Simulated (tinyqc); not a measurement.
# From acoustic rate back to acoustic deformation potential D_A

Model: scattering rates of a carrier in a spherical band by Fermi's golden rule. Computed by tinyqc, a small Python program. Command: `OMP_NUM_THREADS=1 python tinyqc.py 3024720 3024721 out.jsonl scatter inv`. One thread of a shared host (Intel(R) Xeon(R) Processor @ 2.30GHz), about 0.03 s of CPU time with the checks.

All processes here are isotropic or elastic, and the rate listed is the momentum relaxation rate.

Inputs (values chosen for the exercise, modelled on holes in silicon): density-of-states mass of one valley m = 0.499 m_0; non-parabolicity alpha = 0.3 1/eV; density rho = 2329 kg/m^3; sound velocity v_l = 8930 m/s; temperature T = 77 K; carrier energy E = 120 meV.

Crystal: non-polar. Band: Kane. Impurity formula: Brooks-Herring. Further scattering: alloy.

Constants: k_B = 1.380649e-23 J/K; e = 1.602176634e-19 C; hbar = 1.054571817e-34 J s; m_0 = 9.1093837015e-31 kg.

Method. Kane band: hbar^2 k^2/(2 m) = E (1 + alpha E), speed v = hbar k/(m (1 + 2 alpha E)), states per spin, volume and energy g(E) = m k (1 + 2 alpha E)/(2 pi^2 hbar^2); overlap factors are set to 1. Masses are multiplied by m_0 and all formulas are in SI units. Acoustic deformation potential (elastic, equipartition, absorption and emission together): 1/tau = 2 pi k_B T D_A^2 g(E)/(hbar rho v_l^2).

Problem. A run gave the result below. Find the acoustic deformation potential D_A, known to lie between 3.9 and 6.4 eV.

acoustic rate = 6.844911e+11 1/s

Solution.

Each step takes the trial c = (a f_b - b f_a)/(f_b - f_a), f being the result less the target and a, b, c the logarithms of the listed values; c replaces end b, the old b replaces a if the sign of f changed, and otherwise f_a is halved.

Scan of the range:
```
acoustic deformation potential D_A (eV)  acoustic rate (1/s)
3.90                                             3.77152e+11
4.24                                             4.45779e+11
4.60                                             5.24691e+11
5.00                                             6.19909e+11
5.43                                             7.31118e+11
5.89                                             8.60237e+11
6.40                                             1.01566e+12
```

False position (Illinois rule, in the logarithm of the input) inside the bracket:
```
step    end a    end b    trial  acoustic rate (1/s)
1     5.00000  5.43000  5.24539          6.82248e+11
2     5.43000  5.24539  5.25372          6.84418e+11
3     5.43000  5.25372  5.25426          6.84559e+11
4     5.25372  5.25426  5.25400          6.84491e+11
5     5.25426  5.25400  5.25400          6.84491e+11
```

Acoustic rate rises at every point of a 13-point scan of the range (every second point is shown), so one value fits; it is bracketed by 5.00 and 5.43. The scan shows a pure power law with exponent 2.000, so scaling from any one row also gives the answer directly. Answer: acoustic deformation potential D_A = 5.254 eV.

Caution: the largest acoustic phonon energy 2 hbar v_l k is not small against k_B T, so equipartition is a rough assumption.
